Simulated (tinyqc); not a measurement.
# One level coupled to a phonon between two leads, self-consistent Born approximation: effect of the coupling

Wide-band leads with mu_L = +V/2 and mu_R = -V/2; phonons in equilibrium, Nq = 1/(exp(w0/kB T) - 1). Scattering links only energies that differ by w0, so a ladder E_k = E1 + k w0 closes on itself; terms that reach past its ends are dropped. Gn and Gp are the electron and hole parts of the spectral function A = Gn + Gp.

|G|^2 = 1/[(E - ed)^2 + (GL + GR + Sin + Sout)^2/4], Gn = |G|^2 (GL fL + GR fR + Sin), Gp = |G|^2 (GL (1 - fL) + GR (1 - fR) + Sout), f = 1/(1 + exp((E - mu)/kB T)). Sin(E) = M^2 [(Nq + 1) Gn(E + w0) + Nq Gn(E - w0)], Sout(E) = M^2 [(Nq + 1) Gp(E - w0) + Nq Gp(E + w0)]. Spectral currents into the level: iL = GL [fL Gp - (1 - fL) Gn], iR = GR [fR Gp - (1 - fR) Gn]. Here E - ed is replaced by E - ed - R(E), with the real part R(E) = (1/2 pi) P int [Sin + Sout](y) dy/(E - y). The total for one spin is I = (q/h) times the integral of iL over all E (all ladders, each long enough that its ends do not matter); the power given to phonons is (1/h) times the integral of E (iL + iR).

Values chosen for this exercise: temperature of leads and phonons T = 77 K; phonon energy w0 = 63 meV; level ed = -53 meV; coupling to the left lead GL = 12 meV; coupling to the right lead GR = 42 meV; bias V = 80 mV.

Constants: q = 1.602176634e-19 C, kB = 1.380649e-23 J/K, h = 6.62607015e-34 J s, Vt = kB T/q. Results are converted to the units shown.

The same in every row: I without phonons (uA) = 0.6373.

Result of one run:
```
I (uA)  ratio of the two  power to phonons (nW)  share of I V (%)
0.6476             1.016                 0.6029             1.164
```

Which electron-phonon matrix element M gave this result: 3.2, 14.7, 20.5 or 32 meV?

M = 14.7 meV.

The whole series:
```
M (meV)  I (uA)  ratio of the two  power to phonons (nW)  share of I V (%)
3.2      0.6378             1.001                0.02915           0.05714
8.9      0.6412             1.006                 0.2241            0.4369
14.7     0.6476             1.016                 0.6029             1.164
20.5     0.6558             1.029                  1.145             2.182
26.2     0.6644             1.043                  1.803             3.393
32       0.6725             1.055                  2.554             4.748
37.8     0.6787             1.065                  3.329             6.132
```

The ratio to the current without phonons rises from 1.00 to 1.06, and the power to phonons rises from 0.0292 to 3.33 nW, as M^(1.99) between the first two rows (lowest order gives 2). Phonons raise the current here: the level lies outside the bias window, and broadening, sidebands and the shift R bring weight into it.

Range of the model: The self-consistent Born approximation keeps only non-crossing phonon lines and no Hartree shift; it is rough once the coupling nears the phonon energy.

Program tinyqc, `OMP_NUM_THREADS=1 python tinyqc.py 2720113 2720114 out.jsonl`; Intel Xeon 2.30GHz, shared host, one thread, about 0.08 s.
